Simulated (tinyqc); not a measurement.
Worked calculation: defect-molecule model of a vacancy with Jahn-Teller distortion. Values are carried at full precision from step to step, so a last printed digit may differ when a step is redone from the rounded ones.

Four dangling hybrids a, b, c, d point into the vacancy: H_ii = E0, and -gm between any two. A tetragonal distortion Q pairs a with b and c with d: those two couplings become -gm - I Q and the other four -gm + I Q/2, at an elastic cost k Q^2/2. The a1 level holds two electrons; charge states 2+, + and 0 put n = 0, 1, 2 more into the lowest level of t2 origin. Energy from the 2+ state at Q = 0, with the Fermi level mu counted from Ev: W_n(Q) = n (et - 2 I Q) + k Q^2/2 + Uc n (n - 1)/2 - n mu. et = E0 + gm is the undistorted t2 level.

Inputs chosen for the exercise (of the size used for the vacancy in silicon; shifted at random, so the results belong to these values and not to a real crystal):
```
symbol  value  unit           meaning
E0      -0.09  eV             level of a dangling hybrid, from Ev
gm      0.38   eV             coupling between two dangling hybrids
I       1.06   eV/angstrom    Jahn-Teller coupling
k       17.6   eV/angstrom^2  force constant of the mode
Uc      0.13   eV             repulsion of two electrons in one orbital
Q       0.19   angstrom       a trial distortion
```

## The molecule at a trial distortion

Fill in H at Q.

H (eV), rows a, b, c, d and columns alike:
```
[[-0.0900, -0.5814, -0.2793, -0.2793],
 [-0.5814, -0.0900, -0.2793, -0.2793],
 [-0.2793, -0.2793, -0.0900, -0.5814],
 [-0.2793, -0.2793, -0.5814, -0.0900]]
```

## One-electron levels

Diagonalise. By symmetry: a + b + c + d at E0 - 3 gm, a + b - c - d at E0 + gm - 2 I Q, and the pair a - b, c - d at E0 + gm + I Q.

levels (eV): [-1.2300, -0.1128, 0.4914, 0.4914]

The t2 triplet has split by 3 I Q = 0.6042 eV, and its centre has stayed.

## Relaxed charge states

Minimise W_n over Q: Q_n = 2 n I/k, gain n^2 E_JT with E_JT = 2 I^2/k. W_n at mu = 0 is n et - n^2 E_JT + Uc n (n - 1)/2.

E_JT = 0.1277 eV

States:
```
n  charge  Q_n (angstrom)  gain (eV)  W_n (eV)
0      2+          0.0000     0.0000    0.0000
1       +          0.1205     0.1277    0.1623
2       0          0.2409     0.5107    0.1993
```

## Transition levels and the effective U

From the energies W_n of the relaxed states with n = 0, 1, 2 electrons: E(2+/+) = W1 - W0, E(+/0) = W2 - W1, U_eff = E(+/0) - E(2+/+), E(2+/0) = (W2 - W0)/2.

levels above Ev (eV): (2+/+) 0.1623, (+/0) 0.0370, (2+/0) 0.0996

U_eff = -0.1254 eV

U_eff < 0: the second electron is bound more strongly than the first, the + state is never the lowest, and the charge changes by two at 0.0996 eV.

## Vertical against thermal levels

At fixed Q the level for adding the first electron is et - 2 I Q. Capture into 2+ at Q0 = 0 costs et; removal from + at Q1 = 2 I/k takes place at et - 2 E_JT, E_JT = 2 I^2/k; the thermal level lies between, and the Franck-Condon shift is E_JT on each side. et = E0 + gm.

levels (eV): vertical at Q0 0.2900, thermal 0.1623, vertical at Q1 0.0346

Stokes shift = 0.2554 eV

## Checks

- W2 from the formula against a numerical minimum over Q with the level from H(Q): both 0.19927.

Computed by tinyqc, a small Python program: `OMP_NUM_THREADS=1 python tinyqc.py 1482235 1482236 out.jsonl` (the numbers bound the seed that draws the inputs); one thread of a shared host (Intel(R) Xeon(R) Processor @ 2.30GHz), about 0.01 s for the whole set of steps.
